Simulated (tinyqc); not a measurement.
Lossy interposer transmission line with skin effect: two steps of the calculation.

A uniform line in a homogeneous dielectric: c = sqrt(er)/(c0 Z0), l = Z0 sqrt(er)/c0 (c0 = 299792458 m/s), g = w c td, w = 2 pi f. The resistance joins its limits as r = sqrt(r_dc^2 + r_hf^2), with r_dc = rho/(wd th), r_hf = kr rho/(2 delta (wd + th)), delta = sqrt(rho/(pi f mu0)), mu0 = 4 pi 1e-7 H/m; this is an interpolation, and internal inductance, up to 0.05 nH/mm at low frequency, is neglected.

Inputs (values chosen for the exercise):

| symbol | value | unit | meaning |
|---|---|---|---|
| wd | 5.3 | um | width of the strip |
| th | 1.1 | um | thickness of the strip |
| rho | 1.8 | uohm cm | resistivity |
| er | 4.2 |  | relative permittivity |
| td | 0 |  | loss tangent |
| Z0 | 35 | ohm | lossless impedance sqrt(l/c) |
| kr | 1.5 |  | factor for crowding and the return path |
| len | 28 | mm | length |
| f | 5.8 | GHz | frequency |

Question 1. Line constants. delta, r_dc, r_hf, r, l, c and g as defined.

Wanted: delta; r_dc; r_hf; r; l; c; g.

Answer 1.

delta = 0.88663 um
r_dc = 3.0875 ohm/mm
r_hf = 2.3791 ohm/mm
r = 3.8978 ohm/mm
l = 0.23926 nH/mm
c = 195.32 pF/m
g = 0 S/m

r is 1.26 times r_dc; the skin depth is 0.806 of the thickness.

Question 2. Propagation constant and impedance. gamma = sqrt((r + i w l)(g + i w c)) = alpha + i beta, Zc = sqrt((r + i w l)/(g + i w c)), roots with positive real part; loss 8.685889638 alpha in dB; phase velocity w/beta.

r = 3.8977695 ohm/mm
l = 0.23926104 nH/mm
c = 195.31513 pF/m
g = 0 S/m

Find: gamma len; Zc; loss; phase velocity over c0; r/(w l).

Answer 2.

gamma len = 1.523+7.140i
Zc = 35.82-7.64i ohm
loss = 0.4725 dB/mm
phase velocity over c0 = 0.4767
r/(w l) = 0.4470

Program tinyqc, `OMP_NUM_THREADS=1 python tinyqc.py 2810177 2810178 out.jsonl`; Intel Xeon 2.30GHz, shared host, one thread, about 0.01 s.
